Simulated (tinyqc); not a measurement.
Worked calculation: ROHF in the sto-6g basis, for H4+, spin multiplicity 2. One step of it, computed by the program tinyqc.

Problem. Iteration 2: diagonalisation and new density. Diagonalise F' = X^T F X, C = X C', fill 2 alpha and 1 beta electrons from the bottom; D(s) = C_occ C_occ^T. Each column has its largest component positive (the first on a tie).

extrapolated F (hartree), lower triangle:
```
           1H 1s      2H 1s      3H 1s      4H 1s
1H 1s  -0.393663
2H 1s  -0.373182  -0.426520
3H 1s  -0.033284  -0.101681  -0.426700
4H 1s  -0.016833  -0.033732  -0.374879  -0.392995
```

X, lower triangle:
```
           1H 1s      2H 1s      3H 1s     4H 1s
1H 1s   1.036659
2H 1s  -0.160479   1.038718
3H 1s   0.005794  -0.038364   1.038827
4H 1s  -0.001017   0.005801  -0.160730  1.036768
```

Give: F' = X^T F X; orbital energies; coefficients C; D(alpha) after iteration 2; D(beta) after iteration 2.

Solution.

F' = X^T F X (hartree), lower triangle:
```
        1       2       3       4
1  -0.310
2  -0.275  -0.339
3  -0.009  -0.073  -0.339
4  -0.013  -0.009  -0.277  -0.309
```

orbital energies (hartree): MO1 -0.655, MO2 -0.548, MO3 -0.079, MO4 -0.014

coefficients C:
```
         MO1     MO2     MO3     MO4
1H 1s  0.390   0.456   0.640   0.576
2H 1s  0.465   0.439  -0.556  -0.623
3H 1s  0.469  -0.435  -0.529   0.646
4H 1s  0.394  -0.451   0.616  -0.602
```

D(alpha) after iteration 2, lower triangle:
```
        1H 1s   2H 1s  3H 1s  4H 1s
1H 1s   0.360
2H 1s   0.381   0.409
3H 1s  -0.015   0.027  0.409
4H 1s  -0.052  -0.014  0.381  0.359
```

D(beta) after iteration 2, lower triangle:
```
       1H 1s  2H 1s  3H 1s  4H 1s
1H 1s  0.152
2H 1s  0.181  0.216
3H 1s  0.183  0.218  0.220
4H 1s  0.154  0.183  0.185  0.155
```
